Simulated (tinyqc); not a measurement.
Lattice against boundary over temperature: grain-boundary diffusion: Harrison regimes, Fisher and Le Claire analysis, Hart average. Computed by tinyqc, a small Python program. Command: `OMP_NUM_THREADS=1 python tinyqc.py 3031748 3031749 out.jsonl gbdiff walk`. One thread of a shared host (Intel(R) Xeon(R) Processor @ 2.30GHz), about 0.01 s of CPU time with the checks.

A boundary is a slab of width delta with diffusivity D_b, normal to a surface held at constant concentration; it leaks into grains of diffusivity D.

Inputs (values chosen for the exercise, for a model polycrystal):

| quantity | value | unit |
|---|---|---|
| melting point T_m | 995 | K |
| lattice prefactor D0 | 0.00019 | m^2/s |
| lattice activation energy E | 1.47 | eV |
| boundary prefactor D0b | 4.9e-05 | m^2/s |
| boundary activation energy E_b | 0.824 | eV |
| boundary width delta | 0.4 | nm |
| segregation factor s | 1 | - |
| grain size d | 3.8 | um |
| temperature T | 594 | K |
| time t | 760000 | s |

Constants: k_B = 8.617333262e-05 eV/K.

Method:
- D = D0 exp(-E/(k_B T)), D_b = D0b exp(-E_b/(k_B T)).
- Triple product P = s delta D_b.
- Hart average for parallel slabs: f = delta/d, D_eff = (s f D_b + (1 - f) D)/(1 - f + s f); share of the boundaries = s f D_b/(s f D_b + (1 - f) D); depth sqrt(D_eff t).
- l = sqrt(D t); P = s delta D_b; alpha = s delta/(2 l); beta = P/(2 D l). Regime A if l > 3 d, C if alpha > 1, B if alpha < 0.1, l < d/4 and beta > 10, otherwise a transition.
- D_eff = (s f D_b + (1 - f) D)/(1 - f + s f), f = delta/d; share of the boundaries = s f D_b/(s f D_b + (1 - f) D).

boundary fraction f = 1.05263e-04

Diffusivities (m^2/s):

| T/T_m | T (K) | D | D_b | D_eff | share | regime |
|---|---|---|---|---|---|---|
| 0.3 | 298.5 | 2.8823e-29 | 5.9985e-19 | 6.3142e-23 | 1.00000 | C |
| 0.4 | 398.0 | 4.6185e-23 | 1.8034e-15 | 1.8987e-19 | 0.99976 | B |
| 0.5 | 497.5 | 2.4398e-19 | 2.2024e-13 | 2.3428e-17 | 0.98959 | B |
| 0.6 | 597.0 | 7.4003e-17 | 5.4215e-12 | 6.4468e-16 | 0.88522 | transition |
| 0.7 | 696.5 | 4.3857e-15 | 5.3437e-11 | 1.0010e-14 | 0.56193 | A |
| 0.8 | 796.0 | 9.3675e-14 | 2.9726e-10 | 1.2496e-13 | 0.25041 | A |
| 0.9 | 895.5 | 1.0133e-12 | 1.1293e-09 | 1.1321e-12 | 0.10500 | A |
| 1.0 | 995.0 | 6.8085e-12 | 3.2851e-09 | 7.1536e-12 | 0.04834 | A |

The apparent activation energy of D_eff is 0.82 eV between the first rows and 1.42 eV between the last, against E_b = 0.824 and E = 1.47 eV. Among these rows boundaries carry most of the flux up to T/T_m = 0.7, the lattice above. Caution: outside regime A (which needs sqrt(D t) above about 3 d) the Hart average and its depth are formal: they describe a profile only in regime A or at steady state. Caution: outside regime A, D_eff and the share of the boundaries hold only at steady state.
